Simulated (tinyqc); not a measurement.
Worked calculation: thermal, flicker and telegraph noise of a field-effect transistor. Computed by tinyqc, a small Python program that keeps every step. Command: `OMP_NUM_THREADS=1 python tinyqc.py 3030355 3030356 out.jsonl noise walk`. One thread of a shared host (Intel(R) Xeon(R) Processor @ 2.30GHz), about 0.01 s of CPU time with the checks. Intermediate numbers are printed to about 6 digits and carried at full precision; extremes and crossings named in words are read from the listed rows.

Strong inversion, threshold roll-off and channel-length modulation left out; noise sources are uncorrelated and are given as one-sided spectral densities. The drain voltage is 50 mV.

Inputs (values chosen for the exercise, modelled on a high-k silicon transistor):
```
quantity                                   value         unit
width W                                      1.7   micrometre
length L                                    1100           nm
electrical oxide thickness t                 1.9           nm
mobility mu                                   91   cm^2/(V s)
overdrive V_ov                              0.71            V
oxide trap density N_t                   1.7e+17  1/(eV cm^3)
oxide barrier phi                            2.2           eV
oxide mass m_ox                             0.38          m_0
Coulomb scattering coefficient alpha_sc    27000        V s/C
frequency f                                  100           Hz
temperature T                                300            K
```

Operating region: linear. Flicker model: number with correlated mobility.

Constants: eps_0 = 8.8541878128e-12 F/m; hbar = 1.054571817e-34 J s; m_0 = 9.1093837015e-31 kg; e = 1.602176634e-19 C; k_B = 8.617333262e-05 eV/K; k_B = 1.380649e-23 J/K.

## Operating point

C_ox = 3.9 eps_0/t; I = mu C_ox (W/L) V_ov V_D; g_m = I/V_ov; g_d0 = I/V_D.

C_ox = 1.81744 microfarad/cm^2

drain current I = 9.07373 microampere

g_m = 12.7799 microsiemens

g_d0 = 181.475 microsiemens

## Flicker noise

Tunnelling length lambda = hbar/(2 sqrt(2 m_ox phi)); flat-band noise S_Vfb = e^2 k_B T lambda N_t/(W L C_ox^2 f). S_I = g_m^2 S_Vfb (1 + alpha_sc mu C_ox I/g_m)^2.

tunnelling length lambda = 1.06740 angstrom

S_Vfb = 1.94954e-13 V^2/Hz

flicker S_I = 5.53803e-22 A^2/Hz

flicker S_I/I^2 = 6.72642e-12 1/Hz

## Thermal noise and corner

Thermal: S_I = 4 k_B T g_d0; input-referred S_V = S_I/g_m^2; corner f_c where flicker equals thermal. Total input noise from 1 Hz to f_c: sqrt(S_V,thermal [f_c ln(f_c/1 Hz) + f_c - 1 Hz]).

thermal S_I = 3.00663e-24 A^2/Hz

input-referred thermal noise = 135.679 nV/sqrt(Hz)

corner frequency f_c = 18419.4 Hz

input noise up to f_c = 60.5740 microvolt

full shot noise 2eI over thermal S_I = 0.967043

At f the noise is flicker dominated (f_c/f = 184).

## How many traps?

Active traps per decade of time constant: N_dec = N_t k_B T W L lambda ln(10); a single trap at the interface shifts the threshold by e/(W L C_ox) and the current by g_m times that; tunnelling depth for frequency f, z = lambda ln(1/(2 pi f tau_0)), tau_0 = 1e-10 s.

traps per decade = 2.01989

threshold step of one trap = 0.00471421 mV

current step of one trap = 6.63973e-04 %

depth probed at f = 1.77005 nm

## Telling the models apart

The formulas are those given above.

Against the overdrive:
```
V_ov (V)  I (microampere)  (g_m/I)^2 (1/V^2)  S_I/I^2 (1/Hz)  S_I/g_m^2 (V^2/Hz)
0.20               2.5560            25.0000     1.74668e-11         6.98672e-13
0.25               3.1950            16.0000     1.39711e-11         8.73194e-13
0.32               4.0896             9.7656     1.12322e-11         1.15018e-12
0.40               5.1120             6.2500     9.45865e-12         1.51338e-12
0.50               6.3899             4.0000     8.14945e-12         2.03736e-12
0.63               8.0513             2.5195     7.14227e-12         2.83477e-12
0.80              10.2239             1.5625     6.36842e-12         4.07579e-12
1.00              12.7799             1.0000     5.82348e-12         5.82348e-12
```

S_I/I^2 falls as V_ov^-1.00 at first and V_ov^-0.40 at the end; (g_m/I)^2 as V_ov^-2.00 and V_ov^-2.00. The input-referred noise rises by a factor 8.34, because trapped charge also scatters, and that term grows with I/g_m.

Checks made by the program: g_m against a numerical derivative of I (relative difference below 1e-10).
